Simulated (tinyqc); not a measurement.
## CMOS inverter, nodal equation and switching: effect of the gain factor of the pull-up transistor

An n-channel pull-down (bn, VTn) and a p-channel pull-up (bp, VTp) share the input Vin and the output node Vout, which carries the load C. Transistor (EKV form, voltages against the body): I = 2 n b Vt^2 [F(vp - Vs) - F(vp - Vd)] from drain to source, F(v) = ln^2(1 + exp(v/(2 Vt))), vp = (Vg - VT + sg |Vd - Vs|)/n. n-channel bodies are at 0; for the p-channel device all voltages are counted down from Vdd. b in uA/V^2 gives I in uA. Static: In = Ip. Transient: C dVout/dt = Ip - In. No velocity saturation, no gate capacitance beyond C.

VM solves In = Ip with Vin = Vout; VIL and VIH are the inputs of gain -1, NML = VIL - Vout(VIH), NMH = Vout(VIL) - VIH. For a step input the delay to Vdd/2 is tHL = C times the integral of dV/(In - Ip) from Vdd/2 to Vdd at Vin = Vdd, and tLH likewise with Ip - In from 0 to Vdd/2 at Vin = 0.

Parameters, values chosen for the exercise: temperature T = 300 K; supply voltage Vdd = 1 V; slope factor n = 1.12; drain-induced barrier lowering sg = 0.085; n-channel threshold VTn = 0.26 V; p-channel threshold (magnitude) VTp = 0.39 V; gain factor of the pull-down transistor bn = 160 uA/V^2; load capacitance C = 1.3 fF.

Constants: q = 1.602176634e-19 C, kB = 1.380649e-23 J/K, Vt = kB T/q. Results are converted to the units shown.

The same in every row: tHL (ps) = 14.29.

Result of one run:
```
VM (V),gain at VM,NML (V),NMH (V),tLH (ps)
0.4462,-11.76,0.3001,0.4134,17.88
```

Which gain factor of the pull-up transistor bp gave this result: 49, 180, 270, 420 or 640 uA/V^2?

bp = 180 uA/V^2.

The whole series:
```
bp (uA/V^2),VM (V),gain at VM,NML (V),NMH (V),tLH (ps)
32,0.3599,-11.76,0.1950,0.5353,100.6
49,0.3802,-11.76,0.2166,0.5066,65.69
75,0.4013,-11.76,0.2413,0.4764,42.92
120,0.4253,-11.76,0.2717,0.4423,26.82
180,0.4462,-11.76,0.3001,0.4134,17.88
270,0.4670,-11.76,0.3294,0.3861,11.92
420,0.4892,-11.76,0.3613,0.3589,7.664
640,0.5097,-11.76,0.3905,0.3360,5.029
```

As bp goes from 32 to 640 uA/V^2, VM rises from 0.360 to 0.510 V, the size of the gain stays near 11.8, tHL stays near 14.3 ps and tLH falls from 101 to 5.03 ps. The smaller margin is largest, 0.359 V, at bp = 420 uA/V^2 among the rows. A stronger pull-up raises VM and trades low-side against high-side margin. In every row the overdrive passes 0.5 V, where velocity saturation, left out here, would lengthen the delays of short devices.

Program tinyqc, `OMP_NUM_THREADS=1 python tinyqc.py 2340046 2340047 out.jsonl`; Intel Xeon 2.30GHz, shared host, one thread, about 0.04 s.
